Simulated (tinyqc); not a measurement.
MOS capacitor on an n-type substrate, surface potential from the exact charge relation: one step of the calculation.

Uniform n-type substrate, Boltzmann statistics, full ionisation, classical densities. psi is the surface potential against the body (positive when the bands bend down) and u = -psi/Vt. Traps are spread evenly over the gap and neutral at flat band, so their charge is -q Dit psi; the minority quasi-Fermi level is shifted by Vb.

Problem. Newton step for the surface potential. u = -psi/Vt; F^2 = exp(-u) + u - 1 + r (exp(u) - u - 1); Qs = +sign(u) Q0 F; Cs = -dQs/dpsi = (Q0/Vt) |1 - exp(-u) + r (exp(u) - 1)|/(2 F). f = Vfb + psi + (q Dit psi - Qs)/Cox - Vg, f' = 1 + (Cs + q Dit)/Cox, psi(new) = psi - f/f'.

Inputs (values chosen for the exercise); band and dielectric values close to those of gallium nitride:
- T = 325 K (temperature)
- Dit = 0 cm^-2 eV^-1 (density of interface traps)
- Vg = -3.38 V (gate voltage against the body)

Constants: q = 1.602176634e-19 C, kB = 1.380649e-23 J/K, Vt = kB T/q. Results are converted to the units shown.

psi at the start = -2.9773711 V
Cox = 0.14388055 uF/cm^2
Vfb = -0.085268383 V
Q0 = 4.2384177 nC/cm^2
r = 3.6902386e-45

Wanted: u; F; Qs; Cs; f; f'; psi after iteration 1.

Solution.

u = 106.3
F = 12.65
Qs = 53.60 nC/cm^2
Cs = 0.3327 uF/cm^2
f = -0.05515 V
f' = 3.312
psi after iteration 1 = -2.961 V

Program tinyqc, `OMP_NUM_THREADS=1 python tinyqc.py 2060103 2060104 out.jsonl`; Intel Xeon 2.30GHz, shared host, one thread, about 0.01 s.
